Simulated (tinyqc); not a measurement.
Strained alloy layer of InP and GaP on (001) GaAs, model-solid band line-up: one step of the calculation.

The layer is x parts of the first compound and 1 - x of the second, grown coherently on the third as substrate and barrier. Rows of the table: lattice constant a, average valence level Ea on an absolute scale, spin-orbit splitting so, gaps at Gamma, X and L, hydrostatic deformation potentials av and ac (Gamma), shear potential b, elastic constants, electron and heavy-hole (along z) masses. All are interpolated linearly in x; gaps get -C x (1 - x), taken wholly in the conduction band; real line-ups can differ from this model by 0.1 eV or more.

Problem. Relaxed alloy and strain. In-plane strain e = (a_substrate - a)/a, e_z = -2 (c12/c11) e, volume change 2 e + e_z.

Inputs (values chosen for the exercise):
- x = 0.47 (fraction of the first compound in the layer)
- CG = 0.65 eV (bowing of the Gamma gap)
- CX = 0.2 eV (bowing of the X gap)
- CL = 1.03 eV (bowing of the L gap)

Binary compounds, values chosen for the exercise:
```
              close to InP  close to GaP  close to GaAs
a (angstrom)         5.869         5.451          5.653
Ea (eV)              -7.04          -7.4          -6.92
so (eV)               0.11        0.0803          0.335
EG (eV)               1.35          2.81           1.43
EX (eV)               2.17          2.25            1.9
EL (eV)               1.92          2.57           1.69
av (eV)               1.27          1.71           1.15
ac (eV)              -5.05         -7.06          -7.27
b (eV)                -1.7         -1.77          -1.69
c11 (GPa)             99.6           139            118
c12 (GPa)             55.8          62.3             54
me (m0)             0.0801         0.131         0.0662
mh (m0)              0.534         0.333          0.347
```

Give: a; Gamma gap; X gap; L gap; e; e_z; volume change.

Solution.

a = 5.647 angstrom
Gamma gap = 1.962 eV
X gap = 2.163 eV
L gap = 2.008 eV
e = 0.09810 %
e_z = -0.09648 %
volume change = 0.09972 %

The relaxed alloy has its lowest gap at Gamma (direct). The layer is under tensile in-plane strain.

Range of the model: The X or L gap of the relaxed alloy lies near or below the Gamma gap, so the Gamma edge computed here may not be the lowest conduction edge.

Numbers from tinyqc (`OMP_NUM_THREADS=1 python tinyqc.py 2690132 2690133 out.jsonl`; about 0.01 s on one thread of a shared Intel Xeon 2.30GHz).
